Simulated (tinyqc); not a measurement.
Inside a calculation: polar nitride quantum well with polarisation fields. Values are carried at full precision from step to step, so a last printed digit may differ when a step is redone from the rounded ones.

Growth along [0001]. e_par = (a_sub - a)/a, Ppz = 2 e_par (e31 - e33 C13/C33), P = Psp + Ppz in each layer; strain relaxation and the strain shift of the gaps are left out, although thick layers with more than about 1 % mismatch would relax.

Constants: hbar^2/2m0 = 3.80998211 eV angstrom^2; hc = 1239.841984 eV nm.

Parameters, chosen for this exercise (near those of a GaN well in AlGaN; the results hold for these values, not for the real material): a_w = 3.189 angstrom (lattice constant a, well); a_b = 3.164 angstrom (lattice constant a, barrier); a_sub = 3.189 angstrom (in-plane lattice constant of the stack); Psp_w = -0.0352 C/m^2 (spontaneous polarisation); Psp_b = -0.0475 C/m^2 (spontaneous polarisation); e31_w = -0.344 C/m^2; e31_b = -0.419 C/m^2; e33_w = 0.641 C/m^2; e33_b = 0.976 C/m^2; C_w = 0.267 (C13/C33); C_b = 0.277 (C13/C33); Lw = 25 angstrom (well width); Lb = 85 angstrom (barrier width); eps_w = 10.2 (dielectric constant); eps_b = 10.2 (dielectric constant); Eg = 3.44 eV (gap of the well); Vc = 0.505 eV (conduction offset); Vv = 0.238 eV (valence offset); me = 0.2 m0 (electron, well); meb = 0.24 m0 (electron, barrier); mh = 1.55 m0 (hole, everywhere).

## Strain and polarisation

Give strain and polarisation of well and barrier; the bound sheet charge is |P_w - P_b|/e with e = 1.602176634e-19 C.

Layers:
```
layer,e_par,Ppz (C/m^2),P (C/m^2)
well,0.00000,0.00000,-0.03520
barrier,0.00790,-0.01089,-0.05839
```

sheet charge = 1.448 x 1e13/cm^2

Of P_w - P_b = +0.0232 C/m^2 the piezoelectric part gives +0.0109 and the spontaneous part +0.0123.

## Built-in fields

In a periodic stack without free charge the potential drop over a period vanishes: F_w = (P_b - P_w) Lb/(eps0 (eps_w Lb + eps_b Lw)), F_b = -F_w Lw/Lb, eps0 = 8.8541878e-12 F/m; 1 MV/cm = 1e8 V/m = 0.01 V/angstrom.

Give both fields and the drop |F_w| Lw across the well.

F_w = -1.984 MV/cm
F_b = 0.584 MV/cm
drop = 0.496 eV

## Levels with and without the field

Envelope functions on cells of 0.25 angstrom over barrier, well, barrier (widths Lb, Lw, Lb), psi = 0 beyond, psi'/m continuous (mean mass between points), c = hbar^2/2m0. With u(z) the integral of e F (F_w in the well, F_b = -F_w Lw/Lb in the barriers, 1 MV/cm = 0.01 V/angstrom), zero at the centre of the well, the electron sees u plus Vc in the barriers and the hole -u plus Vv. The transition is Eg + E_e + E_h; excitons are left out.

Ground states of electron and hole, their centres, the squared overlap, the transition and its wavelength hc/E.

Results:
```
case,E_e (eV),E_h (eV),<z>_e,<z>_h,overlap^2,E (eV),nm
no field,0.1246,0.0244,0.0,0.0,0.962,3.5889,345.5
built-in field,0.0742,-0.0867,5.5,-8.8,0.202,3.4275,361.7
```

The field shifts the line by -161 meV, below the gap of the well material, pulls the carriers 14.3 angstrom apart and, with the rate proportional to overlap^2, lengthens the radiative lifetime by a factor 4.76.

## Estimate from two triangular wells

For a strong field: E = Eg - |e F_w| Lw + a0 (c (e F_w)^2)^(1/3) (me^(-1/3) + mh^(-1/3)), a0 = 2.338107, hard walls, c = hbar^2/2m0, 1 MV/cm = 0.01 V/angstrom.

electron term = 0.4577 eV
hole term = 0.2313 eV
E = 3.6329 eV

Both terms lie below the drop across the well, but the estimate also takes the near wall as infinitely high. Against the grid result 3.4275 eV the estimate errs by +205 meV: +135 from the electron and +70 from the hole, since hard walls stand in for offsets of 0.505 and 0.238 eV into which the carriers leak.

## Checks

- Electron level without field against the matching condition of the square well, eV: both 0.125.

Run: tinyqc, `OMP_NUM_THREADS=1 python tinyqc.py 1250026 1250027 out.jsonl`; Intel(R) Xeon(R) Processor @ 2.30GHz, one thread, shared host; about 0.04 s of CPU time with all checks.
